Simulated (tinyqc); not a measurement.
Changing the fraction x of A: two-mode optical phonons of a ternary alloy from two coupled oscillators. Computed by tinyqc, a small Python program. Command: `OMP_NUM_THREADS=1 python tinyqc.py 3016307 3016308 out.jsonl twomode sweep`. One thread of a shared host (Intel(R) Xeon(R) Processor @ 2.30GHz), about 0.01 s of CPU time with the checks.

An alloy A(x)B(1-x)C has an A-C and a B-C bond oscillator. Each TO frequency moves linearly from the impurity mode (dilute end) to the TO of the pure crystal; each strength is proportional to the number of bonds.

Inputs (values chosen for the exercise, for a model alloy):
```
quantity                  value  unit
omega_TO of pure AC         316  1/cm
omega_LO of pure AC         356  1/cm
omega_TO of pure BC         236  1/cm
omega_LO of pure BC         253  1/cm
eps_inf of AC              10.4     -
eps_inf of BC              10.7     -
impurity mode of A in BC    305  1/cm
impurity mode of B in AC    229  1/cm
electron mass m*           0.11   m_0
```

Constants: e^2/(4 pi eps_0) = 14.39964548 eV angstrom; hbar^2/(2 m_0) = 3.80998212 eV angstrom^2; 1 THz = 33.35640952 1/cm; h x 1 THz = 4.135667696 meV.

Method:
- omega_1 = (impurity mode of A) + x (omega_TO,AC - impurity mode of A); omega_2 = (impurity mode of B) + (1 - x)(omega_TO,BC - impurity mode of B); eps_inf = x eps_AC + (1 - x) eps_BC; strengths W_1 = x eps_AC (omega_LO,AC^2 - omega_TO,AC^2), W_2 = (1 - x) eps_BC (omega_LO,BC^2 - omega_TO,BC^2).
- eps(omega) = eps_inf + W_1/(omega_1^2 - omega^2) + W_2/(omega_2^2 - omega^2) = 0 is the eigenproblem of the matrix [[omega_1^2 + W_1/eps_inf, sqrt(W_1 W_2)/eps_inf], [sqrt(W_1 W_2)/eps_inf, omega_2^2 + W_2/eps_inf]] for omega_LO^2.
- Uncoupled values keep the diagonal alone. eps_s = eps_inf + W_1/omega_1^2 + W_2/omega_2^2.
- The polar coupling of mode j is c_j = (u_j . sqrt(W))^2/(eps_inf^2 omega_j^2), u_j its eigenvector and omega_j here its LO frequency; the c_j add up to 1/eps_inf - 1/eps_s. Froehlich constant alpha_j = (e^2/(4 pi eps_0)) c_j k_j/(2 E_j), E_j = h c omega_j, k_j = sqrt(m* E_j/(hbar^2/(2 m_0))).

One run for each value:
```
fraction x of A  upper LO mode (1/cm)  lower LO mode (1/cm)  share of the upper mode   eps_s  eps_inf
0.039                          307.52                251.60                  0.12621  12.343  10.6883
0.140                          313.64                248.35                  0.36411  12.459  10.6580
0.230                          318.73                245.79                  0.51006  12.558  10.6310
0.330                          324.11                243.19                  0.62963  12.661  10.6010
0.430                          329.26                240.78                  0.72052  12.758  10.5710
0.520                          333.74                238.73                  0.78576  12.840  10.5440
0.620                          338.58                236.57                  0.84529  12.926  10.5140
0.720                          343.30                234.49                  0.89487  13.006  10.4840
0.810                          347.45                232.68                  0.93314  13.073  10.4570
0.910                          351.99                230.72                  0.97031  13.142  10.4270
```

What does the table show, and why?

Over the rows, upper LO mode (1/cm) rises from 308 to 352 (exponent d ln y / d ln x 0.015 between the first rows and 0.11 between the last); lower LO mode (1/cm) falls from 252 to 231 (exponent d ln y / d ln x -0.010 between the first rows and -0.073 between the last); share of the upper mode rises from 0.126 to 0.970 (exponent d ln y / d ln x 0.83 between the first rows and 0.34 between the last). Both TO lines are straight by construction; the LO lines bend because the splitting depends on the number of bonds and on the coupling of the two oscillators through the field.
